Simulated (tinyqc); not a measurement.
## Trap density from two Hall measurements

Inverse problem. p-type body, charge-sheet picture, full ionisation (an idealisation for deep acceptors), Boltzmann statistics for free electrons. e = Ec - EF at the surface. psi = Eg - Vt ln(Nv/Na) - e; N_dep = sqrt(2 eps0 eps_r Na (psi - Vt)/q); n_f = sqrt(N_dep^2 + 2 eps0 eps_r Vt Nc exp(-e/Vt)/q) - N_dep; Vg = Vfb + psi + q (N_dep + n_t + n_f)/Cox, Cox = eps0 eox/tox. Find e and n_t at both points and the mean trap density between them.

Inputs (values chosen for the exercise); band and dielectric values close to those of 4H silicon carbide:

| symbol | value | unit | meaning |
|---|---|---|---|
| T | 400 | K | temperature |
| Eg | 3.21 | eV | band gap |
| eps_r | 9.88 |  | relative permittivity |
| Nc | 2.6e19 | cm^-3 | conduction-band density of states at T |
| Nv | 3.77e19 | cm^-3 | valence-band density of states at T |
| eox | 3.9 |  | relative permittivity of the insulator |
| tox | 68 | nm | insulator thickness |
| Na | 1.9e17 | cm^-3 | acceptor density |
| Vfb | -2.05 | V | flat-band voltage without trapped charge |

Constants: q = 1.602176634e-19 C, kB = 1.380649e-23 J/K, Vt = kB T/q, eps0 = 8.8541878128e-14 F/cm where lengths are in cm. Results are converted to the units shown.

Vg (V): [8.6619843, 9.1282405]
free sheet density from the Hall effect (cm^-2): [4.9985901e8, 1.2959420e10]

Answer. Each n_f fixes e; what the gate voltage holds beyond psi, N_dep and n_f is trapped; the difference quotient is the density, smeared over a few Vt.

e (eV): [0.287, 0.174]
n_t (cm^-2): [1.56e11, 2.07e11]
mean trap density = 4.47e11 cm^-2 eV^-1

Program tinyqc, `OMP_NUM_THREADS=1 python tinyqc.py 2222007 2222008 out.jsonl`; Intel Xeon 2.30GHz, shared host, one thread, about 0.02 s.
